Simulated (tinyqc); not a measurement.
Voltage drop against the factor on the load at the hot node.

A grid of 13 by 13 nodes with segments Rx (rows) and Ry (columns); every node draws I1 and the central node kh I1; pads with resistance Rp sit at the nodes whose row and column are multiples of the pitch, counting from 0. The drops u = Vdd - V follow from G u = i, with G the conductance matrix and i the load currents, solved directly. Here the pitch is 6.

Values chosen for this exercise: supply voltage Vdd = 0.9 V; resistance of a horizontal segment Rx = 0.16 ohm; resistance of a vertical segment Ry = 0.13 ohm; resistance from a pad node to the supply Rp = 0.11 ohm; load current of a node in the large grid I1 = 0.56 mA.

Results:
```
kh,pads,worst drop (mV),mean drop (mV),largest drop at a pad (mV),largest pad current (mA),worst drop over Vdd (%)
1,9,2.2203,1.9748,1.5188,13.807,0.24671
2,9,2.2323,1.9838,1.5485,14.077,0.24804
5,9,2.2682,2.0107,1.6375,14.887,0.25203
10,9,2.3281,2.0557,1.7859,16.236,0.25868
50,9,2.9730,2.4151,2.9730,27.028,0.33034
100,9,4.4569,2.8645,4.4569,40.518,0.49522
```

Estimate the missing row, kh = 20.

Computed row:
```
kh,pads,worst drop (mV),mean drop (mV),largest drop at a pad (mV),largest pad current (mA),worst drop over Vdd (%)
20,9,2.4533,2.1455,2.0827,18.934,0.27259
```

With this row back in the table: The worst drop rises from 2.22 to 4.46 mV and the mean drop rises from 1.97 to 2.86 mV. The central node is itself a pad. The drops are linear in the loads, so the mean grows by 0.00899 mV for each unit of kh in every row.

Program tinyqc, `OMP_NUM_THREADS=1 python tinyqc.py 2770155 2770156 out.jsonl`; Intel Xeon 2.30GHz, shared host, one thread, about 0.05 s.
